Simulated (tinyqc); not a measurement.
Metal gate on a two-layer dielectric stack with fixed charge and a dipole: two steps of the calculation.

Gate, layer 2, layer 1, p-type semiconductor; x runs from the gate inwards. Charges are counted in units of +q. psi is the band bending at the surface, positive towards inversion. Classical charge, Boltzmann statistics, no interface traps.

Parameters, values chosen for the exercise; band and dielectric values close to those of silicon, layer 1 close to silicon nitride, layer 2 close to hafnium oxide: temperature T = 350 K; band gap Eg = 1.13 eV; relative permittivity eps_r = 11.9; valence-band density of states at T Nv = 3.33e19 cm^-3; electron affinity chi = 4.08 eV; acceptor density Na = 1.6e17 cm^-3; work function of the gate metal pM = 5.03 eV; thickness of layer 1, next to the semiconductor t1 = 1.5 nm; relative permittivity of layer 1 e1 = 7.4; thickness of layer 2, next to the gate t2 = 4 nm; relative permittivity of layer 2 e2 = 22.1; fixed charge at the semiconductor interface Q1 = 1.1e12 cm^-2; fixed charge between the layers Q2 = -5.9e11 cm^-2; uniform charge density in layer 1 r1 = 1.9e18 cm^-3; uniform charge density in layer 2 r2 = 0 cm^-3; flat-band shift by a dipole layer between the layers Vd = 0.37 V; band bending psi of the working point ps = -0.162 V.

Constants: q = 1.602176634e-19 C, kB = 1.380649e-23 J/K, Vt = kB T/q, eps0 = 8.8541878128e-14 F/cm where lengths are in cm. Results are converted to the units shown.

Problem 1. Flat-band voltage, term by term. EOT = 3.9 (t1/e1 + t2/e2), Cox = eps0/(t1/e1 + t2/e2); phi_ms = pM - (chi + Eg - Vt ln(Nv/Na)). Vfb = phi_ms + Vd - (q/eps0) [Q1 (t1/e1 + t2/e2) + Q2 t2/e2 + r1 (t1^2/(2 e1) + t1 t2/e2) + r2 t2^2/(2 e2)]: each charge counts with its electrical distance from the gate.

Wanted: terms; Vfb.

Solution 1.

terms (V): phi_ms -0.01900, dipole 0.37000, Q1 -0.07637, Q2 0.01932, r1 -0.01456, r2 0.00000
Vfb = 0.27939 V

Apart from phi_ms the largest term is that of dipole, 370 mV; all charges and the dipole together move Vfb by 298 mV.

Problem 2. Fields and voltage drops. Gauss: D = -Qs just inside the semiconductor; going towards the gate subtract q Q1, then q r1 t1, q Q2 and q r2 t2. Field = D/(eps0 e); the drop over a layer is its mean field times its thickness; Vg = phi_ms + Vd + psi + both drops.

Qs = 0.58320197 uC/cm^2

Wanted: D; field; drop over layer 2; drop over layer 1; Vg.

Solution 2.

```
place                        D (uC/cm^2)  field (MV/cm)
layer 2, gate side              -0.71058        -0.3631
layer 2, inner side             -0.71058        -0.3631
layer 1, outer side             -0.80510        -1.2288
layer 1, semiconductor side     -0.75944        -1.1591
semiconductor surface           -0.58320        -0.5535
```

drop over layer 2 = -0.14525 V
drop over layer 1 = -0.17909 V
Vg = -0.13534 V

The same Vg follows from Vfb + psi - Qs/Cox. The largest field, 1.23 MV/cm in size, is at: layer 1, outer side.

Range of the model: At the working point ps the carrier density at the surface is 1.0 times the band density of states, where degeneracy and quantisation, left out here, matter.

Computed by the program tinyqc: `OMP_NUM_THREADS=1 python tinyqc.py 2010145 2010146 out.jsonl`, one thread of a shared Intel Xeon 2.30GHz, about 0.01 s for the whole run.
